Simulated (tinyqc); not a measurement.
Interface traps from C-V curves, high-low and Terman methods: two steps of the calculation.

MOS capacitor on an n-type substrate; psi is the band bending, negative in depletion; only majority carriers are counted. At the bending psi the Fermi level lies y = xi - psi below the conduction edge at the surface, xi = Vt ln(Nc/Nd). Dit(y) = D0 + D1 exp(-y/E1); traps fill up to the Fermi level, follow the bias and a slow signal, and do not follow a fast one. V is the gate voltage from flat band.

Values chosen for this exercise; band and dielectric values close to those of silicon: temperature T = 350 K; relative permittivity eps_r = 11.8; conduction-band density of states at T Nc = 3.54e19 cm^-3; donor density Nd = 2.2e15 cm^-3; equivalent oxide thickness EOT = 2.3 nm; trap density far from the band edge D0 = 2.7e11 cm^-2 eV^-1; band-tail density at the conduction edge D1 = 5.5e12 cm^-2 eV^-1; decay energy of the tail E1 = 0.18 eV; points n = 8; deepest band bending pa = -0.42 V; shallowest band bending pb = -0.045 V.

Constants: q = 1.602176634e-19 C, kB = 1.380649e-23 J/K, Vt = kB T/q, eps0 = 8.8541878128e-14 F/cm where lengths are in cm. Results are converted to the units shown.

Task 1. The curves. Cox = 3.9 eps0/EOT, LD = sqrt(eps0 eps_r Vt/(q Nd)), u = psi/Vt, Cd = (eps0 eps_r/(sqrt(2) LD)) |exp(u) - 1|/sqrt(exp(u) - u - 1). Ideal V0 = psi - sqrt(2) (eps0 eps_r Vt/LD) sqrt(exp(u) - u - 1)/Cox for psi < 0; the traps add dV = (q/Cox) times the integral of Dit from 0 to psi = (q/Cox) [D0 psi + D1 E1 exp(-xi/E1) (exp(psi/E1) - 1)]. 1/C_HF = 1/Cox + 1/Cd, 1/C_LF = 1/Cox + 1/(Cd + q Dit). Take n equally spaced psi from pa to pb.

Wanted: psi; y; Dit; V0; V; C_HF; C_LF; Cox.

Result 1.

```
point  psi (V)  y (eV)  Dit (cm^-2 eV^-1)   V0 (V)    V (V)  C_HF (nF/cm^2)  C_LF (nF/cm^2)
0      -0.4200  0.7121           3.752e11  -0.4313  -0.4622           21.42           77.62
1      -0.3664  0.6586           4.117e11  -0.3769  -0.4056           23.04           84.34
2      -0.3129  0.6050           4.608e11  -0.3225  -0.3487           25.09           93.19
3      -0.2593  0.5514           5.270e11  -0.2679  -0.2913           27.82           104.9
4      -0.2057  0.4979           6.161e11  -0.2133  -0.2334           31.67           120.5
5      -0.1521  0.4443           7.360e11  -0.1585  -0.1747           37.61           141.7
6      -0.0986  0.3907           8.976e11  -0.1033  -0.1150           47.91           171.3
7      -0.0450  0.3371           1.115e12  -0.0477  -0.0536           68.27           214.5
```

Cox = 1501 nF/cm^2

At the deepest bending the traps stretch the gate voltage from -0.431 to -0.462 V.

Task 2. High-low extraction. q Dit = (1/C_LF - 1/Cox)^(-1) - (1/C_HF - 1/Cox)^(-1) at each point.

```
point  C_HF (nF/cm^2)  C_LF (nF/cm^2)
0           21.423087       77.620589
1           23.041199       84.343805
2           25.094131       93.188268
3           27.817806       104.89700
4           31.665722       120.53324
5           37.605228       141.72573
6           47.912183       171.25380
7           68.271997       214.45484
```

Cox = 1501.3623 nF/cm^2

Find: Dit by high-low.

Result 2.

Dit by high-low, point 0 to 7 (cm^-2 eV^-1): 3.7523e11  4.1171e11  4.6084e11  5.2699e11  6.1608e11  7.3605e11  8.9760e11  1.1152e12

Computed by the program tinyqc: `OMP_NUM_THREADS=1 python tinyqc.py 2030027 2030028 out.jsonl`, one thread of a shared Intel Xeon 2.30GHz, about 0.01 s for the whole run.
